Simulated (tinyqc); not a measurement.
Voltage drop against the pad pitch.

A grid of 17 by 17 nodes with segments Rx (rows) and Ry (columns); every node draws I1 and the central node kh I1; pads with resistance Rp sit at the nodes whose row and column are multiples of the pitch, counting from 0. The drops u = Vdd - V follow from G u = i, with G the conductance matrix and i the load currents, solved directly.

Parameters, values chosen for the exercise: supply voltage Vdd = 0.8 V; resistance of a horizontal segment Rx = 0.62 ohm; resistance of a vertical segment Ry = 1.1 ohm; resistance from a pad node to the supply Rp = 0.33 ohm; factor on the load at the hot node kh = 1; load current of a node in the large grid I1 = 0.19 mA.

Voltage drop against the pad pitch:
```
pitch (nodes),pads,worst drop (mV),mean drop (mV),largest drop at a pad (mV),largest pad current (mA),worst drop over Vdd (%)
1,289,0.06270,0.06270,0.06270,0.1900,0.007838
2,81,0.4123,0.3203,0.2498,0.7571,0.05153
4,25,1.702,1.360,0.9310,2.821,0.2127
8,9,6.007,5.206,2.965,8.984,0.7508
16,4,20.80,18.06,4.530,13.73,2.599
```

The worst drop goes from 0.0627 to 20.8 mV while the number of pads falls from 289 to 4; between the last two rows it goes as pitch^(1.79). The largest drop at a pad is 100 % of the worst drop in the first row and 21.8 % in the last; the rest falls along the wires.

Computed by the program tinyqc: `OMP_NUM_THREADS=1 python tinyqc.py 2770108 2770109 out.jsonl`, one thread of a shared Intel Xeon 2.30GHz, about 0.1 s for the whole run.
